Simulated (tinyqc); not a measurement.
# Via and link resistance from two via chains

Inverse problem. A chain of 5000 vias joined by 5000 metal links has R = 5000 (Rv + Rlink), with Rlink proportional to the link length. Find Rv, Rlink for length L, and the value of Rv that the short chain would give if the links were ignored.

resistance of chains of 5000 links with link lengths L and 3 L (ohm): [1.025e5, 2.425e5]

Answer. R per link is a straight line in the link length; its intercept at zero length is Rv.

Rv = 6.50 ohm
Rlink = 14.0 ohm
Rv without correction = 20.5 ohm

Numbers from tinyqc (`OMP_NUM_THREADS=1 python tinyqc.py 2750209 2750210 out.jsonl`; about 0.01 s on one thread of a shared Intel Xeon 2.30GHz).
